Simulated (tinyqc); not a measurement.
k.p theory built from an empirical-pseudopotential calculation at Gamma: one step. Luttinger parameters from the curvatures. Three cases, with inputs chosen for the exercise.

Task: A pseudopotential band calculation without spin-orbit coupling gave the curvatures below. The valence triplet at Gamma has curvatures (units of hbar^2/2m0) L (once), M (twice) along [100] and (L + 2M + 2N)/3 (once), (L + 2M - N)/3 (twice) along [111]. g1 = -(L + 2M)/3, g2 = -(L - M)/6, g3 = -N/6; heavy and light masses 1/(g1 -/+ 2 g2) along [100], 1/(g1 -/+ 2 g3) along [111].

Give: L, M, N; g1, g2, g3; masses: heavy and light [100], heavy and light [111].

Case 1.

eigenvalues along [100]: [-6.25321, -3.68517, -3.68517]

eigenvalues along [111]: [-10.68561, -1.46897, -1.46897]

Result:

L, M, N: [-6.253, -3.685, -9.217]

g1, g2, g3: [4.541, 0.428, 1.536]

masses: heavy and light [100], heavy and light [111] (m0): [0.271, 0.185, 0.681, 0.131]

Case 2.

eigenvalues along [100]: [-31.60476, -1.68274, -1.68274]

eigenvalues along [111]: [-33.53141, -0.71941, -0.71941]

Result:

L, M, N: [-31.605, -1.683, -32.812]

g1, g2, g3: [11.657, 4.987, 5.469]

masses: heavy and light [100], heavy and light [111] (m0): [0.594, 0.046, 1.390, 0.044]

Case 3.

eigenvalues along [100]: [-6.33268, -3.73270, -3.73270]

eigenvalues along [111]: [-10.81343, -1.49233, -1.49233]

Result:

L, M, N: [-6.333, -3.733, -9.321]

g1, g2, g3: [4.599, 0.433, 1.554]

masses: heavy and light [100], heavy and light [111] (m0): [0.268, 0.183, 0.670, 0.130]

Computed by tinyqc, one run a case: `OMP_NUM_THREADS=1 python tinyqc.py N N+1 out.jsonl` with N = 1050402, 1050585, 1050785; one thread of a shared Intel(R) Xeon(R) Processor @ 2.30GHz, about 1 s a run at most.
